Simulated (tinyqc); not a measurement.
Strain along [001]: shallow donor in effective-mass theory, with valley-orbit splitting.

Basis: the 1s envelopes of the valleys +x, -x, +y, -y, +z, -z. Diagonal E0 - D0, element -D2 between opposite valleys and -D1 between perpendicular ones. Strain along [001] adds 2 Ds/3 to the z valleys and -Ds/3 to the others.

Values chosen for the exercise (near those of a group-V donor in Si; not measured data):
- E0 = -29.8 meV (single-valley level)
- D0 = 4.41 meV (central-cell shift)
- D1 = 2.23 meV (coupling of perpendicular valleys)
- D2 = 1.45 meV (coupling of opposite valleys)

Ground level, gap to the next level, weight in the z valleys and contact density (sum of amplitudes)^2/6.

Results:
```
Ds (meV)  ground (meV)  gap (meV)  z weight  contact density  ground less band edge (meV)
-120           -116.00       3.24     0.997            0.385                       -36.00
-40             -63.41       3.99     0.971            0.501                       -36.75
-15             -48.61       5.85     0.821            0.755                       -38.61
-5              -45.04       8.94     0.521            0.964                       -41.70
0               -44.58      11.82     0.333            1.000                       -44.58
5               -44.94      10.51     0.200            0.977                       -43.27
15              -46.99       9.23     0.080            0.896                       -41.99
40              -54.33       8.24     0.019            0.789                       -41.00
120             -80.44       7.68     0.003            0.713                       -40.44
```

The scale is the A1-E splitting 6 D1 = 13.4 meV. The contact density is largest without strain and falls to 0.385 and 0.713 at the ends, towards 1/3 (two valleys) and 2/3 (four valleys). The binding below the lowest band edge drops from 44.6 meV to 36.0 meV when the two z valleys are lowest and to 40.4 meV when the four others are, since fewer valleys share the coupling.

tinyqc: `OMP_NUM_THREADS=1 python tinyqc.py 1250053 1250054 out.jsonl`; about 0.01 s, one thread, shared Intel(R) Xeon(R) Processor @ 2.30GHz.
